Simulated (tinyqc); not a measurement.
Worked calculation: coupled-perturbed Hartree-Fock on RHF in the sto-3g basis, for H2, spin multiplicity 1. One step of it, computed by the program tinyqc.

Task: Iteration 1: building the Fock matrix. J_ij = sum D_kl (ij|kl), K_ij = sum D_kl (ik|jl); F = H + J - 0.5 K; E = tr D H + tr D J / 2 - 0.25 tr D K + E_nn.

D at the start:
```
          1H 1s     2H 1s
1H 1s  0.634257  0.634257
2H 1s  0.634257  0.634257
```

core Hamiltonian H = T + V (hartree):
```
           1H 1s      2H 1s
1H 1s  -1.044246  -0.814612
2H 1s  -0.814612  -1.044246
```

Two-electron integrals (ij|kl) in chemists' order, unique and non-zero (hartree):
```
(11|11) 0.774606   (21|11) 0.373913   (21|21) 0.220103   (22|11) 0.522704
(22|21) 0.373913   (22|22) 0.774606
```

nuclear repulsion = 0.60894961 hartree

Give: Coulomb J; exchange K; Fock matrix F; total energy of this density.

Result:

Coulomb J (hartree):
```
        1H 1s   2H 1s
1H 1s  1.2971  0.7535
2H 1s  0.7535  1.2971
```

exchange K (hartree):
```
        1H 1s   2H 1s
1H 1s  1.1052  0.9454
2H 1s  0.9454  1.1052
```

Fock matrix F (hartree):
```
         1H 1s    2H 1s
1H 1s  -0.2997  -0.5338
2H 1s  -0.5338  -0.2997
```

total energy of this density = -1.098715 hartree
